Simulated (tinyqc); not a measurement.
Plasmons of a degenerate electron gas in the random-phase approximation: sweeps and comparisons. A value that a table varies takes the place of the one given here.

Zero temperature, parabolic band: kF = (3 pi^2 n)^(1/3), EF = c kF^2/m, Ep^2 = 8 pi c e2 n/(m eb), qTF^2 = 6 pi e2 n/(eb EF), c = hbar^2/2m0, e2 = e^2/(4 pi eps0), n in 1/angstrom^3 (1e-24 per 1/cm^3).

Lindhard function: eps(q, E)/eb = 1 + (qTF/q)^2 (f1 + i f2) with z = q/(2 kF), u = E/(hbar vF q), hbar vF = 2 c kF/m; f1 = 1/2 + [h(z - u) + h(z + u)]/(8 z), h(x) = (1 - x^2) ln|(x + 1)/(x - 1)|; f2 = pi u/2 for z + u < 1, (pi/(8 z))(1 - (z - u)^2) for |z - u| < 1 < z + u, else 0. Pairs exist for c (q^2 - 2 q kF)/m < E < c (q^2 + 2 q kF)/m.

Constants: hbar^2/2m0 = 3.80998211 eV angstrom^2; e^2/(4 pi eps0) = 14.39964547 eV angstrom; a0 (Bohr radius) = 0.5291772105 angstrom.

Parameters, chosen for this exercise (a free-electron density near that of Al; shifted at random, so the results belong to these values and not to a real crystal):
```
symbol  value     unit        meaning
n       1.82e+23  1/cm^3      electron density
m       1         m0          mass
eb      1                     background dielectric constant
ed      1                     dielectric constant of the surroundings
d       20        angstrom    film thickness
qp      0.674     1/angstrom  wave vector of the plasmon
```

## Dispersion and weight of the plasmon

Short formula: E^2 = Ep^2 + (3/5)(hbar vF q)^2 + (c q^2/m)^2; qc is where the plasmon meets the top of the continuum. The weight is the share of the f-sum that the plasmon carries, 2E/(Ep^2 d(eps/eb)/dE); a dash marks no undamped root.

Energies (eV):
```
q (1/angstrom),q/kF,top of continuum,plasmon,short formula,weight
0.129,0.074,1.787,15.90,15.90,1.000
0.324,0.185,4.728,16.20,16.20,1.000
0.518,0.295,7.942,16.78,16.75,0.997
0.712,0.406,11.44,17.67,17.58,0.986
0.906,0.517,15.23,18.97,18.67,0.951
1.04,0.593,18.01,20.18,19.59,0.891
1.17,0.667,20.85,21.70,20.61,0.760
1.26,0.719,22.88,23.05,21.39,0.542
1.42,0.810,26.65,-,22.93,-
1.68,0.958,33.20,-,25.86,-
```

qc = 1.295 1/angstrom

Ep = 15.84 eV. The plasmon rises from 15.9 to 23.05 eV just before qc, 45 % above Ep. The short formula errs by -0.54 % at q/kF = 0.41 and -7.19 % next to qc. The weight falls from 1.000 to 0.542 as pairs take over the sum.

## Density dependence

n is multiplied by the factor listed.

Results:
```
factor,rs,EF (eV),Ep (eV),Ep/EF,qc/kF,alpha = 3 EF/(5 Ep)
0.10,4.457,2.523,5.009,1.986,0.984,0.302
0.20,3.537,4.005,7.084,1.769,0.903,0.339
0.50,2.606,7.377,11.20,1.518,0.805,0.395
1.0,2.069,11.71,15.84,1.353,0.738,0.444
2.0,1.642,18.59,22.40,1.205,0.677,0.498
5.0,1.210,34.24,35.42,1.034,0.602,0.580
10,0.960,54.36,50.09,0.922,0.551,0.651
```

Over two decades Ep grows by 10.0 (n^(1/2)) and EF by 21.5 (n^(2/3)), so Ep/EF falls from 1.986 to 0.922 as sqrt(rs), and qc/kF from 0.984 to 0.551: in a dense gas the plasmon enters the continuum earlier on the scale of kF. alpha is the coefficient in E = Ep + alpha hbar^2 q^2/(m m0). The random-phase values are only rough in the rows with rs above about 2 (up to 4.5 here).

## Thin film modes against wave vector (bulk, surface, particle and sheet plasmons)

Drude medium eps = eb (1 - Ep^2/E^2), no retardation. A film of thickness d has modes eps = -ed coth(q d/2) (lower) and eps = -ed tanh(q d/2) (upper); a sheet with ns = n d has E^2 = 4 pi c e2 ns q/(m ed). One surface: eps = -ed; small sphere: eps = -2 ed.

Modes (eV):
```
q d,q (1/angstrom),lower,upper,sheet
0.020,0.00100,1.576,15.76,1.584
0.050,0.00250,2.474,15.65,2.505
0.10,0.00500,3.456,15.46,3.542
0.20,0.0100,4.769,15.11,5.009
0.50,0.0250,7.026,14.20,7.921
1.0,0.0500,8.906,13.10,11.20
2.0,0.100,10.42,11.94,15.84
4.0,0.200,11.10,11.30,22.40
8.0,0.400,11.20,11.20,31.68
```

bulk, surface, sphere (eV): 15.84  11.20  9.146

At small q d the lower mode tends to the sheet law sqrt(q) (within 5 % up to q d = 0.1 of the values listed) and the upper one starts near the bulk value. At q d = 8 the two are 0.0038 eV apart around the surface value 11.2 eV. Retardation, left out here, matters where q is below about three times sqrt(ed) E/(hbar c), hbar c = 1973.27 eV angstrom: that holds for 3 of the rows (from the top) for the lower mode and 4 for the upper one.

## What moves the plasmon

The plasmon is taken at qp. Each row changes one parameter from the base and keeps the others.

Results:
```
case,Ep (eV),plasmon at qp (eV),qc (1/angstrom)
base,15.84,17.47,1.295
n = 2.18e+23 1/cm^3,17.34,19.00,1.344
m = 1.15 m0,14.77,16.09,1.365
eb = 1.1,15.10,16.81,1.249
qp = 0.472 1/angstrom,15.84,16.61,1.295
```

The largest shifts from the base row, up to three for each result and ties (the steps differ in size, so this ranks the rows, not the parameters). Ep (eV): n +1.50, m -1.07, eb -0.737; unchanged at the printed digits by qp. plasmon at qp (eV): n +1.53, m -1.38, qp -0.855. qc (1/angstrom): m +0.0700, n +0.0494, eb -0.0458; unchanged at the printed digits by qp.

tinyqc: `OMP_NUM_THREADS=1 python tinyqc.py 1681082 1681083 out.jsonl`; about 0.01 s, one thread, shared Intel(R) Xeon(R) Processor @ 2.30GHz.
